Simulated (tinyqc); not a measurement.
## Activation energy and ten-year temperature from two bakes

Problem. tr goes as exp(q Ex/(kB T)); ten years are 3.15576e8 s. Find Ex and the temperature T10 at which tr is ten years.

Constants: q = 1.602176634e-19 C, kB = 1.380649e-23 J/K. Results are converted to the units shown.

time to crystallise at 448 and 463 K (s): 33  2.8946430

Answer. ln tr is linear in 1/T; the line is extended to ten years.

Ex = 2.90 eV
T10 = 369 K

Program tinyqc, `OMP_NUM_THREADS=1 python tinyqc.py 2880068 2880069 out.jsonl`; Intel Xeon 2.30GHz, shared host, one thread, about 0.01 s.
